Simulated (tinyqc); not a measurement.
Frequency dispersion of an accumulation capacitance by border traps, distributed model: one step of the calculation.

Traps spread evenly through the insulator exchange electrons with the semiconductor by tunnelling, with tau(x) = t0 exp(2 ka x) at depth x from the interface. The admittance per area Y seen at depth x obeys dY/dx = -Y^2/(i w eps0 eox) + q Nb ln(1 + i w tau)/tau, with Y(0) = i w Cs and w = 2 pi f; the gate sees Y(tox) = G + i w C. Working variable y = Y/(i w), in uF/cm^2. Cox = eps0 eox/tox.

Problem. Scales and lumped estimate. Cox; trap-free value 1/(1/Cox + 1/Cs); response depth d = ln(1/(w t0))/(2 ka), where w tau = 1; lumped estimate: all traps within d act as C_bt = q Nb d placed at d/2, so C = 1/{1/[1/(1/Cs + d/(2 eps0 eox)) + C_bt] + (tox - d/2)/(eps0 eox)}.

Values chosen for this exercise; permittivity close to that of aluminium oxide:
```
symbol,value,unit,meaning
eox,8.92,,relative permittivity of the insulator
tox,8,nm,insulator thickness
Cs,7.1,uF/cm^2,semiconductor capacitance in accumulation
Nb,1.3e19,cm^-3 eV^-1,density of border traps
ka,4.2,1/nm,decay constant of the wave function in the insulator
t0,6e-11,s,time constant of a trap at the interface
f,100,Hz,frequency
```

Constants: q = 1.602176634e-19 C, eps0 = 8.8541878128e-14 F/cm where lengths are in cm. Results are converted to the units shown.

Find: Cox; trap-free C; d; C_bt; lumped C.

Solution.

Cox = 0.98724 uF/cm^2
trap-free C = 0.86673 uF/cm^2
d = 2.0350 nm
C_bt = 0.42385 uF/cm^2
lumped C = 0.88802 uF/cm^2

The traps within reach amount to 0.0597 Cs and lie in the first 25.4 % of the insulator.

tinyqc, about 0.6 s, one thread, Intel Xeon 2.30GHz (shared host): `OMP_NUM_THREADS=1 python tinyqc.py 2202084 2202085 out.jsonl`
